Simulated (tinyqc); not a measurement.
Pair lines: donor-acceptor pair recombination.

h nu = Eg - ED - EA + q/(eps R), q = e^2/(4 pi eps0); shell j lies at R = a_lat sqrt(j/2) for the same sublattice and a_lat sqrt(j/2 - 5/16) for opposite ones (on the same sublattice shells 14, 30, 46, 56, 62, ... are empty, where 2j has the form 4^a (8b + 7)); rate W = W0 exp(-2R/aD) with the donor radius aD = q/(2 eps ED). Polarisation and overlap terms, which matter for close pairs, are left out.

Constants: e^2/(4 pi eps0) = 14.39964547 eV angstrom.

Inputs chosen for the exercise (near those of impurities in GaAs; the results hold for these values, not for the real material):
```
symbol  value                                        unit      meaning
a_lat   5.653                                        angstrom  lattice constant
Eg      1.506                                        eV        gap
ED      5.7                                          meV       donor binding
EA      27.1                                         meV       acceptor binding
eps     12.7                                                   dielectric constant
W0      3.9                                          x 1e7/s   rate at zero distance
kind    same                                                   sublattices of donor and acceptor
shells  (2437, 2937, 3217, 4607, 5029, 7851, 16413)            shell numbers
```

Energy, rate and lifetime for each shell.

Lines:
```
shell,R (angstrom),Coulomb (meV),h nu (eV),step to the next shell (meV),1/W (microsecond)
2437,197.33,5.7,1.4789,0.0012,1.36
2937,216.63,5.2,1.4784,0.00089,2.00
3217,226.72,5.0,1.4782,0.00078,2.45
4607,271.31,4.2,1.4774,0.00045,6.00
5029,283.47,4.0,1.4772,0.00040,7.66
7851,354.18,3.2,1.4764,0.00020,31.8
16413,512.10,2.2,1.4754,0.00013,761
```

limit for distant pairs = 1.4732 eV
aD = 99.5 angstrom

How do the results move, and what explains it?

The lines crowd together, on average as R^-3: the step falls from 0.0012 to 0.00013 meV, so distant pairs merge into a band. Close pairs emit higher and 561 times faster over this table, so the band shifts to lower energy with delay and to higher energy with stronger pumping. All these lines lie below Eg, and R/aD runs from 2.0 up.

Program tinyqc; command `OMP_NUM_THREADS=1 python tinyqc.py 1282141 1282142 out.jsonl`; about 0.03 s on one thread of a shared Intel(R) Xeon(R) Processor @ 2.30GHz.
